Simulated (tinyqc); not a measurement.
Worked calculation: plane-wave Kohn-Sham cycle with exchange-only LDA in a layered model solid. One step of it, computed by the program tinyqc.

Question. Iteration 2: levels at that k. Diagonalise the Hermitian matrix.

H (hartree), order -3, -2, -1, +0, +1, +2, +3:
$$\begin{pmatrix}
0.724334 & -0.172683 & -0.138558 & 0.000108 & 0.000326 & 0.000156 & 0.000030 \\
-0.172683 & 0.164833 & -0.172683 & -0.138558 & 0.000108 & 0.000326 & 0.000156 \\
-0.138558 & -0.172683 & -0.146001 & -0.172683 & -0.138558 & 0.000108 & 0.000326 \\
0.000108 & -0.138558 & -0.172683 & -0.208168 & -0.172683 & -0.138558 & 0.000108 \\
0.000326 & 0.000108 & -0.138558 & -0.172683 & -0.021668 & -0.172683 & -0.138558 \\
0.000156 & 0.000326 & 0.000108 & -0.138558 & -0.172683 & 0.413500 & -0.172683 \\
0.000030 & 0.000156 & 0.000326 & 0.000108 & -0.138558 & -0.172683 & 1.097335
\end{pmatrix}$$

Give: eigenvalues.

Answer.

eigenvalues (hartree): [-0.5634, -0.0923, 0.0294, 0.2500, 0.4675, 0.7849, 1.1480]
